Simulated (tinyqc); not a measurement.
What each parameter does: heterojunction of two tight-binding chains.

Left chain: hopping -t1, sites at 2 t1 (band bottom 0). Right chain: hopping -t2, sites at dE + 2 t2 (bottom dE). t = c/(m a^2), c = hbar^2/2m0. The bond across the interface is -tc with tc = f sqrt(t1 t2), and the last left site has the extra energy U. In a chain E = bottom + 2t (1 - cos(ka)); the surface Green function of a half chain is g = -exp(ika)/t, with Im k > 0 where cos(ka) > 1.

Constants: hbar^2/2m0 = 3.80998211 eV angstrom^2.

Parameters, chosen for this exercise (masses and offset of the size met at Si / SiGe; the results hold for these values, not for the real material): a = 4 angstrom (site spacing); m1 = 0.198 m0 (mass on the left); m2 = 0.196 m0 (mass on the right); dE = 0.15 eV (band offset); f = 1 (factor on the interface hopping); U = -1.36 eV (extra energy on the last left site); E = 0.162 eV (electron energy).

T = 4 Im(S1) Im(S2) |G|^2 with G = 1/(E - 2 t1 - U - S1 - S2), S1 = -t1 exp(i k1 a), S2 = -(tc^2/t2) exp(i k2 a).

Results for these values:
```
case,T,k1 a,k2 a
base,0.0876,0.3691,0.0994
```

What happens to each result for dE = 0.1 eV, all else kept?

Answer: T rises from 0.0876 to 0.1886; k1 a does not change at the printed digits; k2 a rises from 0.0994 to 0.2264.

The same for each parameter in turn:
```
case,T,k1 a,k2 a
base,0.0876,0.3691,0.0994
m1 = 0.2376 m0,0.0681,0.4048,0.0994
m2 = 0.2352 m0,0.0955,0.3691,0.1089
dE = 0.1 eV,0.1886,0.3691,0.2264
f = 0.9,0.0964,0.3691,0.0994
U = -1.16 eV,0.1131,0.3691,0.0994
a = 3.2 angstrom,0.1282,0.2947,0.0795
```

tinyqc: `OMP_NUM_THREADS=1 python tinyqc.py 1451386 1451387 out.jsonl`; about 0.01 s, one thread, shared Intel(R) Xeon(R) Processor @ 2.30GHz.
